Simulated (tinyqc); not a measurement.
A short-path metal as competitor: size effects in the resistivity of thin metal films and interconnect lines. Computed by tinyqc, a small Python program. Command: `OMP_NUM_THREADS=1 python tinyqc.py 3031444 3031445 out.jsonl size walk`. One thread of a shared host (Intel(R) Xeon(R) Processor @ 2.30GHz), about 0.01 s of CPU time with the checks.

Electrons lose their drift at surfaces (a share 1 - p of the hits) and at grain boundaries (reflection R), besides bulk scattering. The line sits in a trench with a non-conducting liner on both walls and the bottom; the spacing equals the drawn width.

Inputs (values chosen for the exercise, modelled on platinum): bulk resistivity rho_b = 10.2 microohm cm; bulk mean free path lambda = 7.47 nm; specularity p = 0; grain-boundary reflection R = 0.58; grain size over metal width = 0.95; aspect ratio (height over width) = 2.3; liner thickness t = 2 nm; competitor: rho_b relative to this metal = 2.3; competitor: lambda relative to this metal = 0.33; competitor: liner relative to t = 0.

Geometry: line.

Method:
- Fuchs-Sondheimer film: rho_b/rho = 1 - (3/(2 kappa))(1 - p) int_0^1 (s - s^3)(1 - exp(-kappa/s))/(1 - p exp(-kappa/s)) ds, f = rho/rho_b, kappa = thickness/lambda, 80 Gauss-Legendre points.
- Line: the excess of a film of thickness w_m and of a film of thickness h_m are added, rho/rho_b = 1 + (f(w_m) - 1) + (f(h_m) - 1), an estimate that holds best when both sides exceed lambda.
- Mayadas-Shatzkes: alpha = (lambda/D) R/(1 - R); rho_b/rho = 1 - 3 alpha/2 + 3 alpha^2 - 3 alpha^3 ln(1 + 1/alpha).
- w_m = w - 2t, h_m = (aspect ratio) w - t, D = (ratio) w_m; rho = rho_b [1 + surface excess + grain excess].
- Effective resistivity rho (aspect ratio) w^2/(w_m h_m) for the metal with its liner, for the same metal without liner, and for a competitor with its own rho_b, lambda and liner, and for that competitor with the liner t; p, R, aspect and grain ratios are the same.

Effective resistivity (microohm cm):
```
w (nm)  this metal  without liner  competitor  competitor, liner t
200          11.52         11.223      24.242                24.86
100          12.94         12.231      25.018                26.35
50           16.11         14.232      26.557                29.66
30           21.23         16.897      28.593                34.86
20           29.54         20.239      31.126                43.02
14           44.70         24.552      34.375                57.42
10           78.10         30.310      38.710                88.09
7           196.86         38.924      45.231               192.92
```

What follows from these numbers?

The competitor wins below a width between 20.0 and 14.0 nm. In narrow lines rho scales as rho_b lambda/w, and the product rho_b lambda of the competitor is 0.76 times this metal's. At the narrowest width the liner costs this metal a factor 5.06. With the same liner the competitor wins below a width between 10.0 and 7.00 nm; at the narrowest width the thinner liner lowers it from 193 to 45.2. Rows with w - 2t below lambda stretch the additive estimate. Metal widths below about 5 nm are outside this semiclassical model. Caution: below about 5 nm roughness, discontinuity and quantum confinement take over from this semiclassical model.

Extremes, crossings and ranges named in words are read from the listed rows.
